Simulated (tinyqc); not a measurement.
Worked calculation: hydrogen passivation and dissociation of interface defects with a spread of activation energies. Computed by tinyqc, a small Python program that keeps every step. Command: `OMP_NUM_THREADS=1 python tinyqc.py 3016045 3016046 out.jsonl passivation walk`. One thread of a shared host (Intel(R) Xeon(R) Processor @ 2.30GHz), about 0.01 s of CPU time with the checks. Intermediate numbers are printed to about 5 digits and carried at full precision; extremes and crossings named in words are read from the listed rows.

Active defects P react as P + H2 -> HP + H and HP -> P + H; released atomic hydrogen is removed. All defects start active. Activation energies are normally distributed, independently for the two reactions.

Inputs (values chosen for the exercise, for a model interface):
```
quantity                        value    unit
defect density N_0            1.6e+12   cm^-2
mean passivation energy E_f      1.44      eV
spread s_f                       0.11      eV
prefactor k_f0                1.2e-08  cm^3/s
mean dissociation energy E_d     2.73      eV
spread s_d                      0.043      eV
prefactor k_d0                3.1e+12     1/s
dissolved hydrogen [H2]       3.4e+16   cm^-3
anneal temperature T              900       K
anneal time t                    3200       s
```

Ambient: hydrogen.

Constants: k_B = 8.617333262e-05 eV/K.

## Sites at the mean energies

a = k_f0 [H2] exp(-E_f/k_B T), b = k_d0 exp(-E_d/k_B T); the active share of one kind of site is b/(a + b) + (a/(a + b)) exp(-(a + b) t).

passivation rate a = 3.5238 1/s

dissociation rate b = 0.0015997 1/s

active share, single energy = 4.5376e-04

steady active share, single energy = 4.5376e-04

## A five-point average

Gauss-Hermite nodes for a unit normal variable, z = 0, +/-1.355626, +/-2.856970 with weights 0.533333, 0.222076, 0.011257; E_f + s_f z is varied at the mean E_d.

Nodes:
```
z            weight  energy (eV)  rate (1/s)  active share
-2.856970  0.011257       1.1257  2.0269e+02    7.8922e-06
-1.355626  0.222076       1.2909  2.4101e+01    6.6368e-05
0.000000   0.533333       1.4400  3.5238e+00    4.5376e-04
1.355626   0.222076       1.5891  5.1521e-01    3.0953e-03
2.856970   0.011257       1.7543  6.1263e-02    2.5447e-02
```

active share, five points = 0.0012307

Caution: the spread exceeds 1.3 k_B T, so the integrand is step-like and five points are a rough average.

## Average over the spread

Full average: z from -5 to 5 in steps of 0.125 with normalised weights exp(-z^2/2), energy = mean + spread x z, over both energies.

active share = 0.0014280

active defects = 2.2849e+09 cm^-2

The spread changes the active share from 4.54e-4 to 0.00143: sites that passivate slowly or dissociate easily weigh most in the average.

## Isochronal anneals

The formulas are those given above.

Same time, other temperatures:
```
T (K)     a (1/s)     b (1/s)  active share, single energy  active share, spread
450    3.0435e-08  8.2548e-19                   9.9990e-01            9.9624e-01
525    6.1273e-06  1.9254e-14                   9.8058e-01            8.8883e-01
600    3.2749e-04  3.6339e-11                   3.5065e-01            4.0791e-01
675    7.2299e-03  1.2831e-08                   1.7748e-06            4.6033e-02
750    8.5958e-02  1.4014e-06                   1.6303e-05            9.4605e-04
825    6.5156e-01  6.5204e-05                   1.0006e-04            3.9703e-04
900    3.5238e+00  1.5997e-03                   4.5376e-04            1.4280e-03
975    1.4699e+01  2.3987e-02                   1.6292e-03            4.2629e-03
1050   4.9999e+01  2.4431e-01                   4.8625e-03            1.0867e-02
1125   1.4446e+02  1.8260e+00                   1.2482e-02            2.4217e-02
```

The active share is lowest, 3.97e-4, at 825 K of those listed: below, passivation is too slow for this time, and above, dissociation competes. A single energy would promise 1.77e-6 (at 675 K), so among these rows the spread raises the floor by a factor 220.

## Isothermal kinetics

Times are decades about 1/(a + b) of the mean site. The last column is the part of the change still to come; rows stop once it is below 1e-5.

Against time:
```
t (s)     active share, single energy  active share, spread  unreacted part
3.00e-04                   9.9894e-01            9.9714e-01      9.9714e-01
3.00e-03                   9.8948e-01            9.7345e-01      9.7341e-01
3.00e-02                   8.9968e-01            8.1826e-01      8.1800e-01
3.00e-01                   3.4757e-01            3.8346e-01      3.8257e-01
3.00e+00                   4.7926e-04            5.2770e-02      5.1416e-02
3.00e+01                   4.5376e-04            2.5448e-03      1.1183e-03
```

A single energy finishes within about two decades of time. With the spread the unreacted part is 0.97 at 0.003 s and still 0.051 at 3 s, where one energy leaves 2.6e-5: a width of s/k_B T = 1.42 in ln(rate) stretches the decay markedly.

Checks made by the program: the average on a grid twice as fine (relative difference 1e-05).
